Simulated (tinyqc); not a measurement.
Worked calculation: Fermi-Dirac statistics of conduction electrons. Values are carried at full precision from step to step, so a last printed digit may differ when a step is redone from the rounded ones.

Constants: hbar^2/2m0 = 3.80998211 eV angstrom^2; kB = 8.617333262e-05 eV/K; e^2/(4 pi eps0) = 14.39964547 eV angstrom.

Values chosen for the exercise (near those of Si, lowest valleys alone; not measured data):

| symbol | value | unit | meaning |
|---|---|---|---|
| m | 1.0688 | m0 | density-of-states mass of the conduction band |
| T | 77 | K |  |
| n | 6.5e+17 | 1/cm^3 | electron density |
| eps | 11.4 |  | static dielectric constant |
| alpha | 0.45 | 1/eV | non-parabolicity |

## Reduced density

N = 2 (m kB T/(4 pi c))^(3/2) with c = hbar^2/2m0, in 1/angstrom^3; times 1e24 for 1/cm^3; u = n/Nc.

kT = 0.006635 eV
Nc = 3.6055e+18 1/cm^3
u = n/Nc = 0.180278

## Reduced Fermi level by five rules

F_j(eta) = (1/Gamma(j + 1)) integral_0^infinity x^j dx/(1 + exp(x - eta)), which tends to exp(eta) for eta << 0.

With u = n/Nc: Boltzmann eta = ln u; Joyce-Dixon eta = ln u + u/sqrt(8) - 4.95009e-3 u^2 + 1.48386e-4 u^3 - 4.42563e-6 u^4; Nilsson eta = ln u/(1 - u^2) + v/(1 + (0.24 + 1.08 v)^-2) with v = (3 sqrt(pi) u/4)^(2/3); fully degenerate limit eta = v; exact: F_1/2(eta) = u.

Find eta = (EF - Ec)/kT by each rule.

eta: Boltzmann -1.713, Joyce-Dixon -1.650, Nilsson -1.655, degenerate 0.386, exact -1.650

Against the exact value the errors are Boltzmann -0.064, Joyce-Dixon 0.000, Nilsson -0.005, degenerate limit +2.035 (in kT).

## Exact eta by Newton steps

Solve ln F_1/2(eta) = ln u from the Boltzmann value; dF_1/2/d eta = F_-1/2, so the step is -ln(F_1/2/u) F_1/2/F_-1/2. Stop below 1e-9.

Newton steps:

| step | eta | F_1/2 | F_-1/2 | step taken |
|---|---|---|---|---|
| 1 | -1.713256 | 0.169798 | 0.160225 | 0.0635 |
| 2 | -1.649787 | 0.180259 | 0.169510 | 0.000109 |
| 3 | -1.649678 | 0.180278 | 0.169527 | 3.30e-10 |

Converged in 3 steps.

## Mean energy, Einstein relation and screening

eta = -1.64968

Mean kinetic energy <E> = (3/2) kT F_3/2/F_1/2; D/mu = (kT/e) F_1/2/F_-1/2; dn/dEF = (Nc/kT) F_-1/2; screening length L = (4 pi (e^2/(4 pi eps0)) (dn/dEF)/eps)^(-1/2), with dn/dEF in 1/(angstrom^3 eV) (1/cm^3 = 1e-24/angstrom^3).

F_-1/2, F_1/2, F_3/2: 0.1695  0.1803  0.1860

<E> = 10.27 meV
D/mu = 7.06 mV
dn/dEF = 9.212e+19 1/(cm^3 eV)
L = 26.15 angstrom

EF lies within 2 kT of the edge. D/mu is 1.063 times kT/e and <E> is 1.032 times (3/2) kT; the Debye formula, with n/kT in place of dn/dEF, would give L = 25.36 angstrom.

## Fermi level in the non-parabolic band

Non-parabolic band E (1 + alpha E) = c k^2/m: n = Nc (2/sqrt(pi)) integral_0^infinity sqrt(x (1 + a x)) (1 + 2 a x) dx/(1 + exp(x - eta)) with a = alpha kT and eta = (EF - Ec)/kT; a = 0 gives n = Nc F_1/2(eta).

Solve for eta at the same n.

a = 0.00299
eta = -1.662
EF - Ec = -11.03 meV

The extra states lower EF by 0.08 meV against the parabolic band.

## Checks

- Non-parabolic integral at a = 0 against F_1/2(2): both 2.823721.
- F_1/2(40) against the Sommerfeld form (4/(3 sqrt(pi))) eta^(3/2) (1 + pi^2/(8 eta^2)): both 190.45.

tinyqc: `OMP_NUM_THREADS=1 python tinyqc.py 1651829 1651830 out.jsonl`; about 0.01 s, one thread, shared Intel(R) Xeon(R) Processor @ 2.30GHz.
